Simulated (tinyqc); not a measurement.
Binding against position: donor or exciton in a quantum well (variational effective-mass method). Computed by tinyqc, a small Python program. Command: `OMP_NUM_THREADS=1 python tinyqc.py 3007875 3007876 out.jsonl welldonor walk`. One thread of a shared host (Intel(R) Xeon(R) Processor @ 2.30GHz), about 0.03 s of CPU time with the checks.

H = -nabla^2 - 2/|r - r_i| + V(z) in effective units; trial function psi = f(z) exp(-|r - r_i|/lambda), f the ground state of the well. Mass and screening are the same in well and barrier; l = L/a* is the width in effective units. Bands are flat: no polarisation or applied field.

Inputs (values chosen for the exercise, modelled on GaN): electron mass m = 0.195 m_0; dielectric constant eps = 9.84; well width L = 1.5 nm.

Centre: donor. Barriers: infinite.

Constants: Ry = 13.605693123 eV; a_0 = 0.529177210903 angstrom.

Method:
- Ry* = Ry m/eps^2, a* = a_0 eps/m; l = L/a*.
- k = pi/l; f = cos(k z) inside and zero outside; subband energy k^2 Ry*.
- Binding E_b(lambda) = -1/lambda^2 + 4 A/(lambda B), with A = int f^2 exp(-2 s/lambda) dz, B = int f^2 exp(-2 s/lambda)(1 + 2 s/lambda) dz and s = |z - z_i|; 40 Gauss-Legendre points on each piece between the walls at z = -l/2 and l/2 and z_i.
- Each row maximises over lambda (golden section, 0.3 to 4).

l = 0.561733

Ry* = 27.4009 meV

Against position:
```
z_i/L  lambda (a*)  binding (Ry*)  binding (meV)
0.0         0.7141         2.6719         73.212
0.1         0.7313         2.5879         70.910
0.2         0.7831         2.3694         64.923
0.3         0.8665         2.0954         57.415
0.4         0.9683         1.8402         50.424
0.5         1.0704         1.6370         44.856
```

What follows from these numbers?

From the centre to the wall the binding falls from 73.212 to 44.856 meV, 61 % of the centre value, since the walls keep the electron away from an off-centre ion; uniform doping thus gives a band of levels 28.356 meV wide, with a peak in its density at the centre value, where the slope vanishes. Caution: so narrow a well has large confinement energy, where non-parabolicity and barrier penetration matter.

Extremes, crossings and ranges named in words are read from the listed rows.
